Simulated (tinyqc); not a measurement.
# Gate voltage for a given inversion charge

Inverse problem. p-type body, charge-sheet picture, depletion and inversion only, full ionisation (an idealisation for deep acceptors), Boltzmann statistics (rough once Na exp(x - xn) passes about Nc/7). In units of Vt: xg = (Vg - Vfb)/Vt, x = psi/Vt, G = gamma/sqrt(Vt), xn = (2 phiF + Vc)/Vt. The implicit equation is (xg - x)^2 = G^2 [x - 1 + exp(x - xn)] for x above about 3. Cox = eps0 eox/tox. ni = sqrt(Nc Nv) exp(-Eg/(2 Vt)), Eg in volts; phiF = Vt ln(Na/ni); gamma = sqrt(2 q eps0 eps_r Na)/Cox. N_inv = (Cox Vt G/q) [sqrt(x - 1 + exp(x - xn)) - sqrt(x - 1)]. Find x - xn, psi and Vg.

Parameters, values chosen for the exercise; band and dielectric values close to those of germanium:
```
symbol    value   unit                                                                 meaning
T           300      K                                                             temperature
Eg         0.65     eV                                                                band gap
eps_r      15.7                                                          relative permittivity
Nc      1.06e19  cm^-3                                  conduction-band density of states at T
Nv      6.09e18  cm^-3                                     valence-band density of states at T
eox        7.39         relative permittivity of the gate insulator (close to silicon nitride)
tox         2.3     nm                                                     insulator thickness
Na       1.8e17  cm^-3                                                        acceptor density
Vfb       -0.79      V                                                       flat-band voltage
Vc            1      V                                                    channel-body voltage
```

Constants: q = 1.602176634e-19 C, kB = 1.380649e-23 J/K, Vt = kB T/q, eps0 = 8.8541878128e-14 F/cm where lengths are in cm. Results are converted to the units shown.

N_inv = 1.1e11 cm^-2

Answer. N_inv rises steadily with x, so it fixes x; the implicit equation then gives xg directly.

x - xn = 1.791
psi = 1.500 V
Vg = 0.8369 V

Program tinyqc, `OMP_NUM_THREADS=1 python tinyqc.py 2122198 2122199 out.jsonl`; Intel Xeon 2.30GHz, shared host, one thread, about 0.01 s.
